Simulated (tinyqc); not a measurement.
Deep-level transient spectroscopy: one step of the calculation.

Schottky contact on an n-type layer with shallow donors Nd (all ionised) and a donor-like deep trap, neutral when filled and positive when empty; depletion approximation. Traps within lam of the depletion edge stay filled. A long pulse to Vp fills the traps beyond x1 = Wp - lam; back at Vr those between x1 and x2 = Wr - lam emit. A rate window reads S = C(t2) - C(t1).

Task. Peak temperature. Fixed-point step for en(T) = ew: T(new) = (Et q/kB)/ln(sn g T^2/ew), g = vth Nc/(300 K)^2.

Inputs (values chosen for the exercise); material values close to those of germanium:
- Nc = 1.05e19 cm^-3 (conduction-band density of states at 300 K)
- vth = 3.3e7 cm/s (thermal velocity at 300 K)
- Et = 0.26 eV (depth of the trap below the conduction edge)
- sn = 1.6e-15 cm^2 (capture cross-section)

Constants: q = 1.602176634e-19 C, kB = 1.380649e-23 J/K. Results are converted to the units shown.

ew = 1386.2944 1/s
T at the start = 300 K

Wanted: T after step 1.

Result.

T after step 1 = 152.33 K

Program tinyqc, `OMP_NUM_THREADS=1 python tinyqc.py 2050013 2050014 out.jsonl`; Intel Xeon 2.30GHz, shared host, one thread, about 0.01 s.
